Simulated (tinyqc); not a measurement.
Quasiparticle equation with a plasmon-pole self-energy for two band edges: one step. Updating the energies in the Green function. Three cases, with inputs chosen for the exercise.

Question. Solve both equations exactly, put the results in place of a and b, and repeat five times; w is kept.

For each edge E = e + X + Sc(E), with the correlation part Sc(E) = A[0]/(E - a + w) + A[1]/(E - b - w); a and b are the valence and conduction energies that enter the Green function (a = ev, b = ec in the one-shot scheme). Z = 1/(1 - dSc/dE), dSc/dE = -A[0]/(E - a + w)^2 - A[1]/(E - b - w)^2.

Give: Cycles (eV).

Case 1.

Values chosen (scales of the order of those of AlN; not measured data): ev = 0 eV (mean-field valence top); ec = 4.35 eV (mean-field conduction edge); w = 17.5 eV (pole energy); Av = (42, 16.9) eV^2 (weights of the valence state on the hole and electron poles); Ac = (15.2, 39.7) eV^2 (the same for the conduction state); Xv = -2.63 eV (exchange minus the mean-field potential, valence); Xc = 2.9 eV (the same, conduction).

Answer.

Cycles (eV):
```
cycle       Ev      Ec     gap
1      -0.8517  5.4853  6.3370
2      -0.9265  5.6009  6.5274
3      -0.9324  5.6123  6.5446
4      -0.9328  5.6134  6.5462
5      -0.9328  5.6135  6.5463
```

The update moves the gap by +209 meV from the one-shot value; each cycle shrinks the change to about 0.09 of the one before.

Case 2.

Values chosen (scales of the order of those of SiC; not measured data): ev = 0 eV (mean-field valence top); ec = 2.09 eV (mean-field conduction edge); w = 20.2 eV (pole energy); Av = (99.3, 50.3) eV^2 (weights of the valence state on the hole and electron poles); Ac = (36.7, 87) eV^2 (the same for the conduction state); Xv = -3.26 eV (exchange minus the mean-field potential, valence); Xc = 3.65 eV (the same, conduction).

Answer.

Cycles (eV):
```
cycle       Ev      Ec     gap
1      -0.4456  2.8553  3.3009
2      -0.4748  2.9642  3.4389
3      -0.4727  2.9809  3.4536
4      -0.4712  2.9838  3.4550
5      -0.4707  2.9844  3.4551
```

The update moves the gap by +154 meV from the one-shot value; each cycle shrinks the change to about 0.11 of the one before.

Case 3.

Values chosen (scales of the order of those of HfO2; not measured data): ev = 0 eV (mean-field valence top); ec = 4.19 eV (mean-field conduction edge); w = 13.8 eV (pole energy); Av = (22.9, 13.8) eV^2 (weights of the valence state on the hole and electron poles); Ac = (9.8, 22.5) eV^2 (the same for the conduction state); Xv = -1.86 eV (exchange minus the mean-field potential, valence); Xc = 1.98 eV (the same, conduction).

Answer.

Cycles (eV):
```
cycle       Ev      Ec     gap
1      -0.8280  4.9648  5.7928
2      -0.8945  5.0303  5.9248
3      -0.8994  5.0356  5.9351
4      -0.8998  5.0361  5.9359
5      -0.8998  5.0361  5.9359
```

The update moves the gap by +143 meV from the one-shot value; each cycle shrinks the change to about 0.08 of the one before.

Computed by tinyqc, one run a case: `OMP_NUM_THREADS=1 python tinyqc.py N N+1 out.jsonl` with N = 1851010, 1880008, 1880060; one thread of a shared Intel(R) Xeon(R) Processor @ 2.30GHz, about 0.02 s a run at most.
